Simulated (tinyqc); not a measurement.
What each parameter does: core-shell quantum dot (spherical envelope functions).

Parabolic bands; strain and other valleys are left out. s states, u = r psi, hard wall at R + H, c = hbar^2/2m0, energies from the band edges of the core. Core: u = sin(k1 r)/k1, k1 = sqrt(m1 E/c). At R, psi and psi'/m are continuous, so u is continuous and its slope in the shell is s = u/R + (m2/m1)(u' - u/R). Shell: u(R + x) = u(R) cos(k2 x) + s sin(k2 x)/k2, k2 = sqrt(m2 (E - V)/c); for negative arguments the functions turn into sinh and cosh. A level has u(R + H) = 0.

Overlap = (integral of u_e u_h)^2 with normalised u. Coulomb integrals J_ab = (q/eps) double integral of u_a(r)^2 u_b(s)^2/max(r, s), q = e^2/(4 pi eps0), one eps everywhere. Exciton E = Eg + E_e + E_h - J_eh; first-order biexciton shift J_ee + J_hh - 2 J_eh (positive: repulsive).

Constants: hbar^2/2m0 = 3.80998211 eV angstrom^2; e^2/(4 pi eps0) = 14.39964547 eV angstrom; hc = 1239.841984 eV nm.

Parameters, chosen for this exercise (near those of a Ge/Si core-shell dot; the results hold for these values, not for the real material): R = 13 angstrom (core radius); H = 22 angstrom (shell thickness); Vc = -0.051 eV (conduction edge of the shell above that of the core); Vv = 0.6 eV (hole barrier of the shell); me1 = 0.122 m0 (electron, core); me2 = 0.257 m0 (electron, shell); mh1 = 0.208 m0 (hole, core); mh2 = 0.382 m0 (hole, shell); Eg = 0.692 eV (gap of the core); eps = 14 (dielectric constant).

All quantities anew.

One parameter was then changed.

Results before and after:

| case | E (eV) | overlap | electron in core | biexciton shift (meV) |
|---|---|---|---|---|
| base | 1.095 | 0.626 | 0.210 | 15.0 |
| changed | 1.103 | 0.626 | 0.210 | 13.0 |

Which of these changes was made? (a) H = 27 angstrom; (b) Vc = -0.151 eV; (c) Vv = 0.45 eV; (d) me2 = 0.321 m0; (e) eps = 16.1; (f) R = 16 angstrom; (g) mh1 = 0.166 m0.

Answer: (e) eps = 16.1. Of the candidates, run in turn, only this one gives the changed row.

All candidates:

| case | E (eV) | overlap | electron in core | biexciton shift (meV) |
|---|---|---|---|---|
| base | 1.095 | 0.626 | 0.210 | 15.0 |
| R = 16 angstrom | 1.005 | 0.599 | 0.274 | 13.1 |
| H = 27 angstrom | 1.069 | 0.505 | 0.148 | 20.5 |
| Vc = -0.151 eV | 1.016 | 0.565 | 0.170 | 17.6 |
| Vv = 0.45 eV | 1.048 | 0.726 | 0.210 | 10.7 |
| me2 = 0.321 m0 | 1.071 | 0.615 | 0.202 | 15.4 |
| mh1 = 0.166 m0 | 1.111 | 0.660 | 0.210 | 12.7 |
| eps = 16.1 | 1.103 | 0.626 | 0.210 | 13.0 |

Run: tinyqc, `OMP_NUM_THREADS=1 python tinyqc.py 1251646 1251647 out.jsonl`; Intel(R) Xeon(R) Processor @ 2.30GHz, one thread, shared host; about 0.04 s of CPU time with all checks.
